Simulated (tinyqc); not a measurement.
From results back to parameters: electrons shared among three sets of ellipsoidal valleys. Two cases, with inputs chosen for the exercise.

Problem. With Boltzmann statistics n(L)/n(X) = R exp(-dE/kB T), where R = N_2/N_1 does not depend on T. Two ratios were computed from hidden R and dE.

Constants: kB = 8.617333262e-05 eV/K.

Case 1.

Values chosen (out of a larger set: masses and offsets near those of GaP; mobilities are free inputs, held fixed; not measured data): Ta = 300 K; Tb = 450 K.

ratio at Ta = 3.63414e-06
ratio at Tb = 0.000200412

Case 2.

Values chosen (out of a larger set: masses and offsets near those of AlAs; mobilities are free inputs, held fixed; not measured data): Ta = 300 K; Tb = 600 K.

ratio at Ta = 0.000296456
ratio at Tb = 0.0172141

Find: dE; R.

Solution. dE = kB ln(ratio_b/ratio_a)/(1/Ta - 1/Tb); then R = ratio_a exp(dE/kB Ta).

Case 1.

dE = 0.311 eV
R = 0.609

Case 2.

dE = 0.210 eV
R = 1.00

Computed by tinyqc, one run a case: `OMP_NUM_THREADS=1 python tinyqc.py N N+1 out.jsonl` with N = 1651956, 1652112; one thread of a shared Intel(R) Xeon(R) Processor @ 2.30GHz, about 0.01 s a run at most.
